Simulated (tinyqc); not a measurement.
## Screening length from the swing

Inverse problem. In a simple model of a Schottky-barrier transistor a barrier thinner than d = 3.8 nm is transparent, so the effective barrier is pn - psi (1 - exp(-d/lam)) and the swing beyond flat band is Vt ln 10/(1 - exp(-d/lam)). Find the thermionic swing, lam, and the effective barrier at psi = 0.2 V.

Inputs (values chosen for the exercise): temperature T = 250 K; barrier for electrons at both contacts pn = 0.56 eV.

Constants: q = 1.602176634e-19 C, kB = 1.380649e-23 J/K, Vt = kB T/q. Results are converted to the units shown.

swing in the tunnelling range = 80.888107 mV/decade

Solution. The ratio of the two swings is 1 - exp(-d/lam).

Vt ln 10 = 49.61 mV/decade
lam = 4.000 nm
effective barrier = 0.4373 eV

Numbers from tinyqc (`OMP_NUM_THREADS=1 python tinyqc.py 2390053 2390054 out.jsonl`; about 0.06 s on one thread of a shared Intel Xeon 2.30GHz).
